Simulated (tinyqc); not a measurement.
Avalanche multiplication and breakdown of a junction from ionisation integrals: one step, computed by the program tinyqc. Command: `OMP_NUM_THREADS=1 python tinyqc.py 3010014 3010015 out.jsonl impact walk`. One thread of a shared host (Intel(R) Xeon(R) Processor @ 2.30GHz), about 0.01 s of CPU time with the checks.

Ionisation coefficients follow the local field. Position x runs through the depletion layer from the p side (x = 0), where electrons enter, to the n side (x = w), where holes enter. The built-in voltage is neglected.

Problem. Breakdown. alpha_n = a_n exp(-(b_n/F)^c), alpha_p = a_p exp(-(b_p/F)^c). Field F = F_m - e N x/(eps eps_0) over the layer, w = W, V = F_m W - e N W^2/(2 eps eps_0); valid while F > 0 at x = W. With Phi(x) = int_0^x (alpha_n - alpha_p) dx': 1 - 1/M_n = I_n = int_0^w alpha_n exp(-Phi) dx and M_p = M_n exp(-Phi(w)); trapezoid rule on 401 even points; breakdown at I_n = 1. Solve I_n(F_m) = 1.

Inputs (values chosen for the exercise, modelled on diamond): electron prefactor a_n = 1.75e+08 1/cm; electron field b_n = 7.42e+07 V/cm; hole prefactor a_p = 5.38e+06 1/cm; hole field b_p = 1.38e+07 V/cm; exponent c = 1; permittivity eps = 5.7; doping N of the lightly doped side = 5.4e+16 1/cm^3; layer width W = 2.4 micrometre.

Junction: punch-through p+ n- n+.

Constants: e = 1.602176634e-19 C; eps_0 = 8.8541878128e-12 F/m.

Give: critical field F_m; width at breakdown; breakdown voltage.

Solution.

critical field F_m = 4.6389 MV/cm

width at breakdown = 2.4 micrometre

breakdown voltage = 619.62 V
